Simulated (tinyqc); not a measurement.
# Floating body of a partially depleted SOI transistor: body voltage and kink: transfer curve and swing

Source at 0 V. Channel current Ic = 2 nf K Vt^2 [F(0) - F(Vd)](1 + la Vd), F(V) = ln^2(1 + exp((Vg - VT - nf V)/(2 nf Vt))), VT = VT0 - gb Vb. Saturation voltage Vs = 2 Vt sqrt(F(0)) + 3 Vt, excess Ve = (Vd - Vs + sqrt((Vd - Vs)^2 + 0.0004 V^2))/2, multiplication M1 = Ai Ve exp(-Bl/Ve). Each junction passes D(v) = J1 (exp(v/Vt) - 1) + J2 (exp(v/(2 Vt)) - 1). Bipolar current Ib = bb J1 (exp(Vb/Vt) - 1). The body settles where M1 (Ic + Ib) = D(Vb) + D(Vb - Vd) + Vb/Rb; drain current Id = (1 + M1)(Ic + Ib) - D(Vb - Vd).

Rows with more than one solution for Vb (latch) are left out; dId/dVd by a forward difference over 1e-4 V, swing = 1e-4 V over the change of log10 Id; M1 under 1e-12 is printed as 0.

Inputs (values chosen for the exercise); values of the order met in partially depleted silicon-on-insulator transistors: temperature T = 330 K; threshold at zero body voltage VT0 = 0.55 V; fall of the threshold per volt of body voltage gb = 0.27; slope factor nf = 1.33; gain factor per width K = 160 uA/(V^2 um); channel-length modulation factor la = 0.1 1/V; impact-ionisation prefactor Ai = 2.1 1/V; impact-ionisation voltage Bl = 4.5 V; diffusion saturation current of each junction J1 = 1.3e-12 uA/um; recombination saturation current of each junction J2 = 2.1e-8 uA/um; gain of the lateral bipolar transistor on the diffusion current bb = 1; resistance of a weak body tie to the source (1e9 stands for no tie, and the term is then dropped) Rb = 1e5 kohm um; drain voltage Vd = 2.1 V.

Constants: q = 1.602176634e-19 C, kB = 1.380649e-23 J/K, Vt = kB T/q. Results are converted to the units shown.

Transfer curve and swing:
columns A: Vg (V); B: Vb (V); C: M1; D: Id, floating (uA/um); E: Id, grounded (uA/um); F: ratio; G: swing, floating (mV/decade); H: swing, grounded (mV/decade)
```
A           B       C         D         E      F      G      H
0.1  1.303e-4  0.4532  4.132e-6  4.128e-6  1.001  87.57  87.65
0.2  0.001813  0.4529  5.813e-5  5.738e-5  1.013  86.43  87.56
0.4    0.7451  0.4094     1.133   0.01003  113.0  128.9  93.00
0.5    0.7826  0.3651     4.451    0.1037  42.93  223.3  107.1
0.6    0.8032  0.3178     10.11    0.6814  14.83  352.8  144.5
0.7    0.8155  0.2729     17.44     2.545  6.852  503.2  215.5
0.8    0.8231  0.2315     25.95     6.161  4.212  663.7  315.7
0.9    0.8278  0.1939     35.38     11.47  3.084  827.3  433.4
```

Vb rises from 1.30e-4 to 0.828 V. The smallest swing among the rows is 86.4 mV a decade with a floating body (at Vg = 0.2 V) and 87.6 with a grounded one; Vt ln 10 = 65.5. In the first row the floating body raises the current by a factor of 1.00.

Range of the model: The multiplication law is an empirical form chosen for the exercise; self-heating and capacitive coupling to the body are left out, and the linear laws are rough once Vb passes about 0.7 V or M1 about 0.1.

Numbers from tinyqc (`OMP_NUM_THREADS=1 python tinyqc.py 2182233 2182234 out.jsonl`; about 0.2 s on one thread of a shared Intel Xeon 2.30GHz).
